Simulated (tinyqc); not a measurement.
Worked calculation: CIS on RHF in the sto-3g basis, frozen core, for BeH2, spin multiplicity 1. Computed by tinyqc, a small Python program that keeps every step (integrals from PySCF). Settings: charge = 0, multiplicity = 1, basis = sto-3g, method = RHF, frozen orbitals = 1, energy threshold = 1e-10, iteration cap = 68, orthogonalisation = canonical, start = atomic densities, DIIS depth = 6. Command: `OMP_NUM_THREADS=1 python tinyqc.py 21268 21269 out.jsonl` (the two numbers bound the seeds that draw the settings). One thread of a shared host (Intel(R) Xeon(R) Processor @ 2.60GHz), about 0.1 s of CPU time with the checks. The early iterations of the SCF are left out here.

## One-electron integrals

Geometry (angstrom):
```
atom         x          y         z
Be    0.000000   0.000000  0.000000
H     0.000000   1.305000  0.048000
H     0.000000  -1.305000  0.048000
```

Basis sto-3g: exponents (1/bohr^2) and contraction coefficients of normalised primitives:
```
element  l (shell)   exponent  coefficient
Be           s (1)  30.167871     0.154329
Be           s (1)   5.495115     0.535328
Be           s (1)   1.487193     0.444635
Be           s (2)   1.314833    -0.099967
Be           s (2)   0.305539     0.399513
Be           s (2)   0.099371     0.700115
Be           p (3)   1.314833     0.155916
Be           p (3)   0.305539     0.607684
Be           p (3)   0.099371     0.391957
H            s (1)   3.425251     0.154329
H            s (1)   0.623914     0.535328
H            s (1)   0.168855     0.444635
```

Overlap, kinetic and nuclear-attraction integrals over the contracted functions; the nuclear repulsion is the sum of Za Zb / Rab.

nuclear repulsion = 3.44455596 hartree

overlap S:
```
           1Be 1s    1Be 2s   1Be 2px    1Be 2py   1Be 2pz     2H 1s      3H 1s
1Be 1s   1.000000  0.259517  0.000000   0.000000  0.000000  0.074926   0.074926
1Be 2s   0.259517  1.000000  0.000000   0.000000  0.000000  0.473824   0.473824
1Be 2px  0.000000  0.000000  1.000000   0.000000  0.000000  0.000000   0.000000
1Be 2py  0.000000  0.000000  0.000000   1.000000  0.000000  0.534899  -0.534899
1Be 2pz  0.000000  0.000000  0.000000   0.000000  1.000000  0.019674   0.019674
2H 1s    0.074926  0.473824  0.000000   0.534899  0.019674  1.000000   0.040168
3H 1s    0.074926  0.473824  0.000000  -0.534899  0.019674  0.040168   1.000000
```

kinetic energy T (hartree):
```
            1Be 1s     1Be 2s   1Be 2px    1Be 2py   1Be 2pz      2H 1s      3H 1s
1Be 1s    6.693975  -0.033012  0.000000   0.000000  0.000000  -0.016654  -0.016654
1Be 2s   -0.033012   0.211111  0.000000   0.000000  0.000000   0.074520   0.074520
1Be 2px   0.000000   0.000000  0.660592   0.000000  0.000000   0.000000   0.000000
1Be 2py   0.000000   0.000000  0.000000   0.660592  0.000000   0.205387  -0.205387
1Be 2pz   0.000000   0.000000  0.000000   0.000000  0.660592   0.007554   0.007554
2H 1s    -0.016654   0.074520  0.000000   0.205387  0.007554   0.760032  -0.009919
3H 1s    -0.016654   0.074520  0.000000  -0.205387  0.007554  -0.009919   0.760032
```

nuclear attraction V (hartree):
```
             1Be 1s     1Be 2s    1Be 2px    1Be 2py    1Be 2pz      2H 1s      3H 1s
1Be 1s   -15.371544  -2.109571   0.000000   0.000000  -0.001393  -0.609289  -0.609289
1Be 2s    -2.109571  -3.065781   0.000000   0.000000  -0.011215  -1.424444  -1.424444
1Be 2px    0.000000   0.000000  -2.967124   0.000000   0.000000   0.000000   0.000000
1Be 2py    0.000000   0.000000   0.000000  -3.207790   0.000000  -1.573670   1.573670
1Be 2pz   -0.001393  -0.011215   0.000000   0.000000  -2.967450  -0.059273  -0.059273
2H 1s     -0.609289  -1.424444   0.000000  -1.573670  -0.059273  -3.035505  -0.140696
3H 1s     -0.609289  -1.424444   0.000000   1.573670  -0.059273  -0.140696  -3.035505
```

core Hamiltonian H = T + V (hartree):
```
            1Be 1s     1Be 2s    1Be 2px    1Be 2py    1Be 2pz      2H 1s      3H 1s
1Be 1s   -8.677569  -2.142583   0.000000   0.000000  -0.001393  -0.625943  -0.625943
1Be 2s   -2.142583  -2.854670   0.000000   0.000000  -0.011215  -1.349924  -1.349924
1Be 2px   0.000000   0.000000  -2.306532   0.000000   0.000000   0.000000   0.000000
1Be 2py   0.000000   0.000000   0.000000  -2.547198   0.000000  -1.368283   1.368283
1Be 2pz  -0.001393  -0.011215   0.000000   0.000000  -2.306858  -0.051718  -0.051718
2H 1s    -0.625943  -1.349924   0.000000  -1.368283  -0.051718  -2.275473  -0.150615
3H 1s    -0.625943  -1.349924   0.000000   1.368283  -0.051718  -0.150615  -2.275473
```

## Two-electron integrals

Functions are numbered as in S; the eight-fold symmetry (ij|kl) = (ji|kl) = (kl|ij) leaves the list below.

Two-electron integrals (ij|kl) in chemists' order, unique and non-zero (hartree):
```
(11|11) 2.298831    (21|11) 0.392036    (21|21) 0.079539    (22|11) 0.570988
(22|21) 0.143041    (22|22) 0.417683    (31|31) 0.014607    (32|31) 0.021888
(32|32) 0.092265    (33|11) 0.569578    (33|21) 0.143083    (33|22) 0.417589
(33|33) 0.449859    (41|41) 0.014607    (42|41) 0.021888    (42|42) 0.092265
(43|43) 0.024249    (44|11) 0.569578    (44|21) 0.143083    (44|22) 0.417589
(44|33) 0.401360    (44|44) 0.449859    (51|51) 0.014607    (52|51) 0.021888
(52|52) 0.092265    (53|53) 0.024249    (54|54) 0.024249    (55|11) 0.569578
(55|21) 0.143083    (55|22) 0.417589    (55|33) 0.401360    (55|44) 0.401360
(55|55) 0.449859    (61|11) 0.112216    (61|21) 0.022738    (61|22) 0.041148
(61|33) 0.040846    (61|41) 0.002052    (61|42) 0.003813    (61|44) 0.041775
(61|51) 0.000075    (61|52) 0.000140    (61|54) 0.000034    (61|55) 0.040847
(61|61) 0.006830    (62|11) 0.236726    (62|21) 0.059981    (62|22) 0.186579
(62|33) 0.179939    (62|41) 0.007893    (62|42) 0.045431    (62|44) 0.199665
(62|51) 0.000290    (62|52) 0.001671    (62|54) 0.000726    (62|55) 0.179966
(62|61) 0.018924    (62|62) 0.117404    (63|31) 0.005938    (63|32) 0.026644
(63|43) 0.008193    (63|53) 0.000301    (63|63) 0.011848    (64|11) 0.241755
(64|21) 0.062076    (64|22) 0.202690    (64|33) 0.190733    (64|41) 0.012991
(64|42) 0.071281    (64|44) 0.226369    (64|51) 0.000259    (64|52) 0.001642
(64|54) 0.001009    (64|55) 0.190759    (64|61) 0.020629    (64|62) 0.146006
(64|64) 0.189232    (65|11) 0.008892    (65|21) 0.002283    (65|22) 0.007455
(65|33) 0.007015    (65|41) 0.000259    (65|42) 0.001642    (65|44) 0.007723
(65|51) 0.005948    (65|52) 0.026705    (65|54) 0.008219    (65|55) 0.007619
(65|61) 0.000759    (65|62) 0.005370    (65|64) 0.006524    (65|65) 0.012088
(66|11) 0.400864    (66|21) 0.103488    (66|22) 0.357394    (66|33) 0.331510
(66|41) 0.017195    (66|42) 0.123028    (66|44) 0.408753    (66|51) 0.000632
(66|52) 0.004525    (66|54) 0.002841    (66|55) 0.331615    (66|61) 0.033788
(66|62) 0.277331    (66|64) 0.368359    (66|65) 0.013549    (66|66) 0.774606
(71|11) 0.112216    (71|21) 0.022738    (71|22) 0.041148    (71|33) 0.040846
(71|41) -0.002052   (71|42) -0.003813   (71|44) 0.041775    (71|51) 0.000075
(71|52) 0.000140    (71|54) -0.000034   (71|55) 0.040847    (71|61) 0.006217
(71|62) 0.015966    (71|64) 0.015803    (71|65) 0.000643    (71|66) 0.027032
(71|71) 0.006830    (72|11) 0.236726    (72|21) 0.059981    (72|22) 0.186579
(72|33) 0.179939    (72|41) -0.007893   (72|42) -0.045431   (72|44) 0.199665
(72|51) 0.000290    (72|52) 0.001671    (72|54) -0.000726   (72|55) 0.179966
(72|61) 0.015966    (72|62) 0.065188    (72|64) 0.063520    (72|65) 0.002933
(72|66) 0.115072    (72|71) 0.018924    (72|72) 0.117404    (73|31) 0.005938
(73|32) 0.026644    (73|43) -0.008193   (73|53) 0.000301    (73|63) 0.005432
(73|73) 0.011848    (74|11) -0.241755   (74|21) -0.062076   (74|22) -0.202690
(74|33) -0.190733   (74|41) 0.012991    (74|42) 0.071281    (74|44) -0.226369
(74|51) -0.000259   (74|52) -0.001642   (74|54) 0.001009    (74|55) -0.190759
(74|61) -0.015803   (74|62) -0.063520   (74|64) -0.058477   (74|65) -0.002810
(74|66) -0.109289   (74|71) -0.020629   (74|72) -0.146006   (74|74) 0.189232
(75|11) 0.008892    (75|21) 0.002283    (75|22) 0.007455    (75|33) 0.007015
(75|41) -0.000259   (75|42) -0.001642   (75|44) 0.007723    (75|51) 0.005948
(75|52) 0.026705    (75|54) -0.008219   (75|55) 0.007619    (75|61) 0.000643
(75|62) 0.002933    (75|64) 0.002810    (75|65) 0.005561    (75|66) 0.005322
(75|71) 0.000759    (75|72) 0.005370    (75|74) -0.006524   (75|75) 0.012088
(76|11) 0.025641    (76|21) 0.006332    (76|22) 0.017732    (76|33) 0.017439
(76|44) 0.018304    (76|51) 0.000059    (76|52) 0.000276    (76|55) 0.017445
(76|61) 0.001830    (76|62) 0.008136    (76|64) 0.008988    (76|65) 0.000405
(76|66) 0.016028    (76|71) 0.001830    (76|72) 0.008136    (76|74) -0.008988
(76|75) 0.000405    (76|76) 0.000769    (77|11) 0.400864    (77|21) 0.103488
(77|22) 0.357394    (77|33) 0.331510    (77|41) -0.017195   (77|42) -0.123028
(77|44) 0.408753    (77|51) 0.000632    (77|52) 0.004525    (77|54) -0.002841
(77|55) 0.331615    (77|61) 0.027032    (77|62) 0.115072    (77|64) 0.109289
(77|65) 0.005322    (77|66) 0.202688    (77|71) 0.033788    (77|72) 0.277331
(77|74) -0.368359   (77|75) 0.013549    (77|76) 0.016028    (77|77) 0.774606
```

## Orthogonalisation

S = U s U^T; canonical form X = U s^(-1/2), so that X^T S X = 1. Each column of U has its largest component positive (the first on a tie).

eigenvalues of S: 0.223188  0.328870  0.932988  1.000000  1.001492  1.736644  1.776818

X:
```
                 1          2          3         4          5          6         7
1Be 1s    0.000000  -0.309289   0.954118  0.000000  -0.136983   0.000000  0.237723
1Be 2s    0.000000   1.270481  -0.099562  0.000000  -0.022428   0.000000  0.508487
1Be 2px   0.000000   0.000000   0.000000  1.000000   0.000000   0.000000  0.000000
1Be 2py   1.476754   0.000000   0.000000  0.000000   0.000000   0.543648  0.000000
1Be 2pz   0.000000   0.047788   0.149292  0.000000   0.988146   0.000000  0.017816
2H 1s    -1.072315  -0.815061  -0.254248  0.000000   0.037478   0.374346  0.351721
3H 1s     1.072315  -0.815061  -0.254248  0.000000   0.037478  -0.374346  0.351721
```

## Iteration 7 (converged): orbitals

converged F (hartree):
```
            1Be 1s     1Be 2s   1Be 2px    1Be 2py    1Be 2pz      2H 1s      3H 1s
1Be 1s   -4.515232  -1.287973  0.000000   0.000000   0.000812  -0.382230  -0.382230
1Be 2s   -1.287973  -0.638796  0.000000   0.000000  -0.009062  -0.430308  -0.430308
1Be 2px   0.000000   0.000000  0.211213   0.000000   0.000000   0.000000   0.000000
1Be 2py   0.000000   0.000000  0.000000  -0.250363   0.000000  -0.338389   0.338389
1Be 2pz   0.000812  -0.009062  0.000000   0.000000   0.210775  -0.010091  -0.010091
2H 1s    -0.382230  -0.430308  0.000000  -0.338389  -0.010091  -0.327947  -0.056975
3H 1s    -0.382230  -0.430308  0.000000   0.338389  -0.010091  -0.056975  -0.327947
```

Diagonalise F' = X^T F X, C = X C', fill 3 alpha and 3 beta electrons from the bottom; D = 2 C_occ C_occ^T. Each column has its largest component positive (the first on a tie).

F' = X^T F X (hartree):
```
          1          2          3         4          5          6          7
1  0.974269   0.000000   0.000000  0.000000   0.000000   0.036946   0.000000
2  0.000000   0.435633   0.397844  0.000000  -0.053013   0.000000   0.156667
3  0.000000   0.397844  -3.587745  0.000000   0.588101   0.000000  -1.587299
4  0.000000   0.000000   0.000000  0.211213   0.000000   0.000000   0.000000
5  0.000000  -0.053013   0.588101  0.000000   0.119749   0.000000   0.253481
6  0.036946   0.000000   0.000000  0.000000   0.000000  -0.425407   0.000000
7  0.000000   0.156667  -1.587299  0.000000   0.253481   0.000000  -1.262959
```

orbital energies (hartree): MO1 -4.518694, MO2 -0.461911, MO3 -0.426381, MO4 0.210608, MO5 0.211213, MO6 0.474676, MO7 0.975244

coefficients C:
```
               MO1        MO2        MO3        MO4       MO5        MO6        MO7
1Be 1s    0.991749  -0.226433   0.000000   0.015637  0.000000  -0.214927   0.000000
1Be 2s    0.031705   0.550676   0.000000  -0.071699  0.000000   1.254474   0.000000
1Be 2px   0.000000   0.000000   0.000000   0.000000  1.000000   0.000000   0.000000
1Be 2py   0.000000   0.000000   0.504519   0.000000  0.000000   0.000000   1.490576
1Be 2pz  -0.000025   0.008869   0.000000   0.997481  0.000000   0.079221   0.000000
2H 1s    -0.002534   0.394928   0.402491   0.029115  0.000000  -0.835019  -1.062071
3H 1s    -0.002534   0.394928  -0.402491   0.029115  0.000000  -0.835019   1.062071
```

D after iteration 7:
```
            1Be 1s     1Be 2s   1Be 2px    1Be 2py    1Be 2pz      2H 1s      3H 1s
1Be 1s    2.069677  -0.186496  0.000000   0.000000  -0.004066  -0.183876  -0.183876
1Be 2s   -0.186496   0.608498  0.000000   0.000000   0.009766   0.434794   0.434794
1Be 2px   0.000000   0.000000  0.000000   0.000000   0.000000   0.000000   0.000000
1Be 2py   0.000000   0.000000  0.000000   0.509079   0.000000   0.406129  -0.406129
1Be 2pz  -0.004066   0.009766  0.000000   0.000000   0.000157   0.007005   0.007005
2H 1s    -0.183876   0.434794  0.000000   0.406129   0.007005   0.635947  -0.012050
3H 1s    -0.183876   0.434794  0.000000  -0.406129   0.007005  -0.012050   0.635947
```

## Convergence

Stop when the energy changes by less than 1e-10 hartree and every element of the error matrix X^T (F D S - S D F) X is below 3e-06.

Course of the cycle:
```
iteration   E (hartree)     change  largest element of the error matrix
1          -15.43217747          -                             5.55e-01
2          -15.54702905  -1.15e-01                             1.38e-01
3          -15.56050145  -1.35e-02                             2.14e-02
4          -15.56098626  -4.85e-04                             6.32e-04
5          -15.56098680  -5.34e-07                             8.11e-05
6          -15.56098681  -1.30e-08                             4.42e-06
7          -15.56098681  -1.32e-11                             7.17e-07
```

PySCF RHF in the same basis = -15.56098681 hartree

Converged in 7 iterations.

## Integrals over molecular orbitals

(pq|rs) = sum C_ip C_jq C_kr C_ls (ij|kl), one index at a time.

one-electron integrals over orbitals h = C^T H C (hartree):
```
           1          2          3          4          5          6          7
1  -8.665882   0.227850   0.000000  -0.016929   0.000000   0.190794   0.000000
2   0.227850  -2.484461   0.000000   0.001073   0.000000  -0.163267   0.000000
3   0.000000   0.000000  -2.448214   0.000000   0.000000   0.000000  -0.274346
4  -0.016929   0.001073   0.000000  -2.305670   0.000000  -0.017276   0.000000
5   0.000000   0.000000   0.000000   0.000000  -2.306532   0.000000   0.000000
6   0.190794  -0.163267   0.000000  -0.017276   0.000000  -1.917191   0.000000
7   0.000000   0.000000  -0.274346   0.000000   0.000000   0.000000  -1.788563
```

Two-electron integrals over orbitals (pq|rs), unique and non-zero (hartree); the lowest 1 orbital is frozen and left out:
```
(22|22) 0.401438    (32|32) 0.164856    (33|22) 0.414771    (33|33) 0.437851
(42|22) 0.003849    (42|33) 0.003575    (42|42) 0.049695    (43|32) 0.003761
(43|43) 0.015044    (44|22) 0.370768    (44|33) 0.358745    (44|42) -0.008183
(44|44) 0.450340    (52|52) 0.049720    (53|53) 0.014906    (54|52) -0.002961
(54|54) 0.024409    (55|22) 0.371052    (55|33) 0.358845    (55|42) -0.002298
(55|44) 0.401284    (55|55) 0.449859    (62|22) -0.025735   (62|33) -0.048556
(62|42) -0.000792   (62|44) 0.049887    (62|55) 0.050410    (62|62) 0.077170
(63|32) -0.095092   (63|43) -0.003070   (63|63) 0.083177    (64|22) 0.001556
(64|33) -0.000598   (64|42) 0.046775    (64|44) -0.002394   (64|55) 0.001745
(64|62) 0.006553    (64|64) 0.050293    (65|52) 0.047409    (65|54) -0.002098
(65|65) 0.050862    (66|22) 0.399617    (66|33) 0.410422    (66|42) 0.008725
(66|44) 0.368156    (66|55) 0.368963    (66|62) -0.035381   (66|64) 0.005750
(66|66) 0.414773    (72|32) -0.044994   (72|43) -0.003766   (72|63) 0.061043
(72|72) 0.056539    (73|22) -0.006914   (73|33) -0.021910   (73|42) -0.005495
(73|44) 0.057825    (73|55) 0.057773    (73|62) 0.072221    (73|64) 0.002084
(73|66) -0.027510   (73|73) 0.081945    (74|32) -0.009372   (74|43) 0.013616
(74|63) 0.005468    (74|72) 0.001354    (74|74) 0.017077    (75|53) 0.013802
(75|75) 0.016468    (76|32) 0.142718    (76|43) 0.004318    (76|63) -0.095718
(76|72) -0.056713   (76|74) -0.008105   (76|76) 0.140580    (77|22) 0.431218
(77|33) 0.450211    (77|42) 0.000692    (77|44) 0.392724    (77|55) 0.392498
(77|62) -0.038869   (77|64) -0.002552   (77|66) 0.438497    (77|73) -0.013021
(77|77) 0.492555
```

## CIS matrix, singlets

A(ia,jb) = (e_a - e_i) d_ij d_ab + 2 (ia|jb) - (ij|ab).

CIS matrix A, singlet (hartree):
```
           2>4       2>5        2>6        2>7        3>4       3>5        3>6        3>7
2>4   0.401141  0.000000  -0.003140   0.000000   0.000000  0.000000   0.000000  -0.001617
2>5   0.000000  0.401511   0.000000   0.000000   0.000000  0.000000   0.000000   0.000000
2>6  -0.003140  0.000000   0.691309   0.000000   0.000000  0.000000   0.000000   0.001724
2>7   0.000000  0.000000   0.000000   1.119015   0.001840  0.000000  -0.020632   0.000000
3>4   0.000000  0.000000   0.000000   0.001840   0.308333  0.000000  -0.005542   0.000000
3>5   0.000000  0.000000   0.000000   0.000000   0.000000  0.308562   0.000000   0.000000
3>6   0.000000  0.000000   0.000000  -0.020632  -0.005542  0.000000   0.656990   0.000000
3>7  -0.001617  0.000000   0.001724   0.000000   0.000000  0.000000   0.000000   1.115304
```

## CIS singlet states

dipole integrals <i|r|a> (bohr):
```
            x          y          z
2>4  0.000000   0.000000   0.966014
2>5  0.966701   0.000000   0.000000
2>6  0.000000   0.000000   0.024705
2>7  0.000000  -0.572590   0.000000
3>4  0.000000   0.027738   0.000000
3>5  0.000000   0.000000   0.000000
3>6  0.000000  -1.097236   0.000000
3>7  0.000000   0.000000  -0.070583
```

Diagonalise A (1 hartree = 27.211386 eV); each vector has its largest component positive (the first on a tie). The transition dipole is mu = sqrt2 sum c_ia <i|r|a>.

singlet excitation energies (eV): 8.387694  8.396394  10.914588  10.925669  17.854909  18.812196  30.349259  30.475105

lowest vectors:
```
       state 1   state 2   state 3   state 4    state 5    state 6
2>4   0.000000  0.000000  0.999939  0.000000   0.000000  -0.010797
2>5   0.000000  0.000000  0.000000  1.000000   0.000000   0.000000
2>6   0.000000  0.000000  0.010806  0.000000   0.000000   0.999933
2>7  -0.001868  0.000000  0.000000  0.000000   0.044587   0.000000
3>4   0.999874  0.000000  0.000000  0.000000  -0.015678   0.000000
3>5   0.000000  1.000000  0.000000  0.000000   0.000000   0.000000
3>6   0.015777  0.000000  0.000000  0.000000   0.998882   0.000000
3>7   0.000000  0.000000  0.002238  0.000000   0.000000  -0.004107
```

oscillator strengths 2/3 w |mu|^2: 0.000054  0.000000  0.499122  0.500289  1.101315  0.000196

## CIS matrix, triplets

A(ia,jb) = (e_a - e_i) d_ij d_ab - (ij|ab).

CIS matrix A, triplet (hartree):
```
           2>4       2>5        2>6        2>7       3>4       3>5        3>6        3>7
2>4   0.301751  0.000000  -0.001556   0.000000  0.000000  0.000000   0.000000   0.009372
2>5   0.000000  0.302072   0.000000   0.000000  0.000000  0.000000   0.000000   0.000000
2>6  -0.001556  0.000000   0.536970   0.000000  0.000000  0.000000   0.000000  -0.142718
2>7   0.000000  0.000000   0.000000   1.005937  0.009372  0.000000  -0.142718   0.000000
3>4   0.000000  0.000000   0.000000   0.009372  0.278245  0.000000   0.000598   0.000000
3>5   0.000000  0.000000   0.000000   0.000000  0.000000  0.278749   0.000000   0.000000
3>6   0.000000  0.000000   0.000000  -0.142718  0.000598  0.000000   0.490635   0.000000
3>7   0.009372  0.000000  -0.142718   0.000000  0.000000  0.000000   0.000000   0.951414
```

## CIS triplet states

Diagonalise A (1 hartree = 27.211386 eV); each vector has its largest component positive (the first on a tie).

triplet excitation energies (eV): 7.567278  7.585155  8.207350  8.219789  12.348444  13.403965  27.100729  28.379508

lowest vectors:
```
       state 1   state 2    state 3   state 4   state 5   state 6
2>4   0.000000  0.000000   0.999885  0.000000  0.000000  0.006792
2>5   0.000000  0.000000   0.000000  1.000000  0.000000  0.000000
2>6   0.000000  0.000000  -0.002461  0.000000  0.000000  0.954891
2>7  -0.015462  0.000000   0.000000  0.000000  0.249958  0.000000
3>4   0.999793  0.000000   0.000000  0.000000  0.016642  0.000000
3>5   0.000000  1.000000   0.000000  0.000000  0.000000  0.000000
3>6  -0.013195  0.000000   0.000000  0.000000  0.968114  0.000000
3>7   0.000000  0.000000  -0.014962  0.000000  0.000000  0.296880
```
